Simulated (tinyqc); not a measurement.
Frenkel-Kontorova chain: a misfit dislocation (kink) in a monolayer on a periodic substrate: one step, computed by the program tinyqc. Command: `OMP_NUM_THREADS=1 python tinyqc.py 3009998 3009999 out.jsonl fkchain walk`. One thread of a shared host (Intel(R) Xeon(R) Processor @ 2.30GHz), about 0.02 s of CPU time with the checks.

E = sum_j [(k/2)(x_(j+1) - x_j - b)^2 + (W/2)(1 - cos(2 pi x_j/a))], x_j = a (j + u_j). A kink takes u from 0 to 1: the chain is stretched by one period and has one atom fewer than wells.

Task: Continuum limit. l0 = sqrt(k a^2/(2 W)); kink u(j) = (2/pi) arctan exp(pi j/l0); kink energy at f = 0: E0 = (4/pi) W l0; with misfit E0 - k a^2 f; kinks become favourable at f_c = 2/(pi l0), and a coherent chain with free ends loses stability at f_m = 1/l0. Lowest vibration of the flat chain: nu0 = 15.6333042 THz x sqrt(2 pi^2 W/(a^2 M)).

Inputs (values chosen for the exercise, for a model overlayer):

| quantity | value | unit |
|---|---|---|
| spring constant k | 4.13 | eV/angstrom^2 |
| substrate period a | 2.62 | angstrom |
| corrugation W | 1.4 | eV |
| misfit f = (b - a)/a | 0.19 | - |
| atomic mass M | 94.9 | u |

Constants: nu for 1 eV/(angstrom^2 u) = 15.6333042 THz.

Give: kink width l0; kink energy E0; kink energy with misfit; critical misfit f_c; limit f_m; gap frequency nu0.

Result:

kink width l0 = 3.182

kink energy E0 = 5.672 eV

kink energy with misfit = 0.2855 eV

critical misfit f_c = 0.2001

limit f_m = 0.3143

gap frequency nu0 = 3.220 THz

f < f_c: the layer stays in register. Caution: a corrugation above 1 eV is larger than real overlayers usually show; it is chosen to keep the kink narrow.
